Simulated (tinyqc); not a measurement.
Gate sweep: gated graphene: carriers, quantum capacitance and optical conductivity.

Cones E = +/- hv |k|, four flavours, D(E) = 2|E|/(pi hv^2). n = (2/pi)(kT/hv)^2 F_1(mu/kT), p = (2/pi)(kT/hv)^2 F_1(-mu/kT), in 1/angstrom^2 (1e16 for 1/cm^2); F_1(eta) = integral_0^infinity x dx/(1 + exp(x - eta)). Cq/e^2 = d(n - p)/d mu = (2 kT/(pi hv^2)) ln(2 + 2 cosh(mu/kT)).

Gate: V = mu/e + e (n - p)/Cox with Cox/e^2 = k/(4 pi e2 t), t in angstrom, e2 = e^2/(4 pi eps0); 1/(eV angstrom^2) in C/e^2 equals 1602.176634 microfarad/cm^2; total 1/C = 1/Cox + 1/Cq.

Constants: kB = 8.617333262e-05 eV/K; e^2/(4 pi eps0) = 14.39964547 eV angstrom.

Inputs chosen for the exercise (Fermi velocity near that of graphene, gate dielectric near SiO2; not measured data):
- hv = 6.24 eV angstrom (hbar vF)
- T = 300 K
- k = 3.84 (dielectric constant of the gate layer)
- t = 30 nm (its thickness)

Results:
```
V (V)  mu (eV)  n - p (1/cm^2)  n + p (1/cm^2)  Cq (microfarad/cm^2)  C/Cox  Cox V/e (1/cm^2)
0       0.0000               0        1.80e+11                 0.939  0.892                 0
0.088   0.0094        5.56e+10        1.87e+11                 0.961  0.895          6.22e+10
0.23    0.0237        1.46e+11        2.26e+11                  1.08  0.905          1.63e+11
0.59    0.0528        3.80e+11        4.08e+11                  1.55  0.932          4.17e+11
1.2     0.0868        7.87e+11        7.95e+11                  2.32  0.953          8.49e+11
2.1     0.1222        1.40e+12        1.40e+12                  3.21  0.966          1.49e+12
2.9     0.1471        1.95e+12        1.95e+12                  3.86  0.971          2.05e+12
4.4     0.1851        2.98e+12        2.98e+12                  4.85  0.977          3.11e+12
6.4     0.2263        4.37e+12        4.37e+12                  5.93  0.981          4.53e+12
```

At neutrality n + p = 1.80e+11 1/cm^2 of thermal carriers remain and C/Cox = 0.892; at the last row C/Cox = 0.981 and the plain capacitor rule overstates n - p by 3.7 %. Between the last two rows mu goes as V^0.54; for |mu| well above kT the limits are 1/2 where Cox is small against Cq and 1 where it is large.

Run: tinyqc, `OMP_NUM_THREADS=1 python tinyqc.py 1650407 1650408 out.jsonl`; Intel(R) Xeon(R) Processor @ 2.30GHz, one thread, shared host; about 0.01 s of CPU time with all checks.
